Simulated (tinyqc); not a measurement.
Gupta-type many-body potential for a metal: one step, computed by the program tinyqc.

E_i = sum_j A exp(-p (r_ij/r0 - 1)) - xi rho_i^gamma, with rho_i = sum_j exp(-2 q (r_ij/r0 - 1)); gamma = 1/2 is the tight-binding second-moment form. The crystal is fcc unless stated; d is the neighbour distance and a fixed number of shells is kept.

Problem. The (110) surface. fcc shells: d sqrt(k), k = 1..5, with 12, 6, 24, 12, 24 atoms; Omega = d^3/sqrt2. Cut the crystal without relaxation; an atom in layer l keeps the neighbours that lie below the surface plane. Excess = E_i + E_c. Surface energy = sum of excesses over the layers, divided by the area per surface atom: (sqrt3/2) d^2 for (111), d^2 for (100), sqrt2 d^2 for (110).

Inputs (values chosen for the exercise, for a model metal):

| quantity | value | unit |
|---|---|---|
| repulsion A | 0.1 | eV |
| hopping xi | 0.918 | eV |
| decay p | 11.1 | - |
| decay q | 3.06 | - |
| reference distance r0 | 2.889 | angstrom |
| shells kept | 3 | - |
| embedding exponent gamma | 0.55 | - |

Surface: (110).

neighbour distance d = 2.903760 angstrom

cohesive energy E_c = 2.516966 eV

Constants: 1 eV/angstrom^2 = 16.02176634 J/m^2.

Give: Layers; excess per surface atom; surface energy.

Solution.

Layers:

| layer | nearest neighbours | repulsion (eV) | rho | excess (eV) |
|---|---|---|---|---|
| 1 | 7 | 0.666 | 7.24 | 0.4558 |
| 2 | 11 | 1.044 | 11.16 | 0.1010 |
| 3 | 12 | 1.140 | 12.30 | 0.0069 |

excess per surface atom = 0.5637 eV

surface energy = 0.7574 J/m^2
